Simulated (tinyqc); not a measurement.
p-n heterojunction, non-linear Poisson equation by Newton steps, Boltzmann statistics: two steps of the calculation.

One dimension, material 1 (p-type) at x < 0 and material 2 (n-type) at x > 0. Band edges: Ec = -psi in material 1 and -psi + dEc in material 2, Ev = Ec - Eg. Flat quasi-Fermi levels: 0 for holes, +V for electrons. n = Nc F((EFn - Ec)/Vt), p = Nv F((Ev - EFp)/Vt), with F(eta) = exp(eta) (Boltzmann statistics); full ionisation, no interface charge, classical densities; the doping types are chosen for the exercise.

Parameters, values chosen for the exercise; band and dielectric values those of a made-up pair:
- T = 300 K (temperature)
- Eg1 = 1.64 eV (band gap of material 1)
- er1 = 12.6 (relative permittivity of material 1)
- Nc1 = 3.92e17 cm^-3 (conduction-band density of states of material 1)
- Nv1 = 9.01e18 cm^-3 (valence-band density of states of material 1)
- Eg2 = 1.75 eV (band gap of material 2)
- er2 = 12 (relative permittivity of material 2)
- Nc2 = 8.63e17 cm^-3 (conduction-band density of states of material 2)
- Nv2 = 1.51e19 cm^-3 (valence-band density of states of material 2)
- dEc = 0.18 eV (conduction-band offset Ec2 - Ec1)
- N1 = 9.3e15 cm^-3 (acceptor density of material 1)
- N2 = 1.4e16 cm^-3 (donor density of material 2)
- V = 0 V (bias of side 1 against side 2)

Constants: q = 1.602176634e-19 C, kB = 1.380649e-23 J/K, Vt = kB T/q, eps0 = 8.8541878128e-14 F/cm where lengths are in cm. Results are converted to the units shown.

Question 1. Offsets and end potentials. dEv = Ev1 - Ev2 = Eg2 - Eg1 - dEc. Neutrality of the majority carriers far from the junction: Nv1 F((-psi_L - Eg1)/Vt) = N1 and Nc2 F((V + psi_R - dEc)/Vt) = N2. Total bending psi_R - psi_L.

Give: dEv; psi_L; psi_R; psi_R - psi_L.

Answer 1.

dEv = -0.070000 eV
psi_L = -1.4622 V
psi_R = 0.073455 V
psi_R - psi_L = 1.5357 V

The alignment is staggered (type II): dEc and dEv have opposite signs.

Question 2. Check against the first integral. Exact first integral: on each side D^2/(2 eps0 er) = G, G = q [Vt (nI_j - nI_b) + Vt (pI_j - pI_b) - C (psi_j - psi_b)], with C = -N1 or +N2, b the neutral end of that side, and nI, pI the densities themselves. D is continuous, so er1 G1(psi_j) = er2 G2(psi_j) fixes psi_j. Ends from Nv1 F((-psi_L - Eg1)/Vt) = N1 and Nc2 F((V + psi_R - dEc)/Vt) = N2. D is counted positive when psi rises towards material 2.

Give: psi_j; D; psi_j - psi_L; psi_R - psi_j; Ec1 - EFn at the interface; Ec2 - EFn at the interface.

Answer 2.

psi_j = -0.56217 V
D = 53.912 nC/cm^2
psi_j - psi_L = 0.90007 V
psi_R - psi_j = 0.63562 V
Ec1 - EFn at the interface = 0.56217 eV
Ec2 - EFn at the interface = 0.74217 eV

Material 1 takes 58.6 % of the bending.

Computed by the program tinyqc: `OMP_NUM_THREADS=1 python tinyqc.py 2040018 2040019 out.jsonl`, one thread of a shared Intel Xeon 2.30GHz, about 0.02 s for the whole run.
